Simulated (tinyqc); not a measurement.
How the errors depend on the field: Haynes-Shockley experiment: drift, diffusion and decay of a minority-carrier pulse. Computed by tinyqc, a small Python program. Command: `OMP_NUM_THREADS=1 python tinyqc.py 3110373 3110374 out.jsonl haynes walk`. One thread of a shared host (Intel(R) Xeon(R) Processor @ 2.30GHz), about 0.01 s of CPU time with the checks.

A thin sheet of excess carriers is made at x = 0, t = 0 in a long uniform bar; injection is low, so the pulse moves with the minority mobility.

Inputs (values chosen for the exercise, modelled on electrons in p-type silicon in a lightly doped bar):
```
quantity                       value         unit
minority mobility mu            1260   cm^2/(V s)
lifetime tau                      17  microsecond
temperature T                    300            K
field F                           31         V/cm
distance d to the collector     0.89           cm
injected sheet density N0    9.5e+09       1/cm^2
```

Constants: k_B = 8.617333262e-05 eV/K.

Method:
- D = mu k_B T/e, v = mu F.
- Transit time d/v, diffusion length sqrt(D tau), drift length v tau, Peclet number v d/D = e F d/(k_B T).
- dn(x, t) = N0/sqrt(4 pi D t) exp(-(x - v t)^2/(4 D t) - t/tau).
- At fixed x the signal peaks where d ln(dn)/dt = 0: a t^2 + t/2 - x^2/(4 D) = 0 with a = v^2/(4 D) + 1/tau.
- The full width at half maximum is found by solving dn(x, t) = peak/2 on both sides of the peak.
- With w that width: mu = d/(F t_p); D = (w d)^2/(16 ln2 t_p^3). The field is scaled by the factors listed.

D = 32.5735 cm^2/s

Errors of the simple reading:
```
factor  F (V/cm)   v d/D  v^2 tau/(4 D)  error of mu (%)  error of D (%)
0.5         15.5   533.6           49.8           1.1873         0.31471
0.7         21.7   747.1           97.5           0.6452         0.22578
1.0         31.0  1067.2          199.1           0.3446         0.15839
1.5         46.5  1600.8          447.9           0.1741         0.10571
2.5         77.5  2668.1         1244.1           0.0777         0.06346
4.0        124.0  4268.9         3185.0           0.0391         0.03966
7.0        217.0  7470.6         9754.0           0.0185         0.02267
```

What follows from these numbers?

The error of mu falls from 1.19 to 0.0185 %. For large v d/D it is about D/(v d) + 2 D/(v^2 tau), here 0.0185 % in the last row: one part from spreading, one from recombination.

Extremes, crossings and ranges named in words are read from the listed rows.
